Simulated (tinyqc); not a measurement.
Raman line shape of confined optical phonons and breathing modes of small crystals: one step, computed by the program tinyqc.

Confinement in 2 direction(s) lets phonons with q away from zero scatter light. q is in units of 2 pi/a, from 0 to 1, and the branch is isotropic: omega(q)^2 = (omega_0^2 + omega_X^2)/2 + ((omega_0^2 - omega_X^2)/2) cos(pi q). The model and its constant beta are phenomenological; beta = 8 is the common choice.

Task: Range of wave vectors. Weight W(q) = q^1 exp(-(2 L q/a)^2/(2 beta)) dq, that is exp(-k^2 L^2/(2 beta pi^2)) for k = 2 pi q/a. Width q_c = a sqrt(2 beta)/(2 L), where the exponential falls to 1/e; curvature of the branch: omega(q) = omega_0 - c q^2, c = pi^2 (omega_0^2 - omega_X^2)/(8 omega_0); for small q_c the mean of q^2 is (number of confined directions) q_c^2/2, and the mean shift is -c times that.

Inputs (values chosen for the exercise, modelled on silicon): bulk frequency omega_0 = 520.2 1/cm; frequency at the zone boundary omega_X = 420 1/cm; lattice constant a = 5.431 angstrom; size L = 14 nm; confinement constant beta = 8.

Shape: wire.

Give: q_c; curvature c; mean shift, quadratic estimate; omega(q_c) - omega_0.

Result:

q_c = 0.077586 2 pi/a

curvature c = 223.42 1/cm

mean shift, quadratic estimate = -1.3449 1/cm

omega(q_c) - omega_0 = -1.3400 1/cm
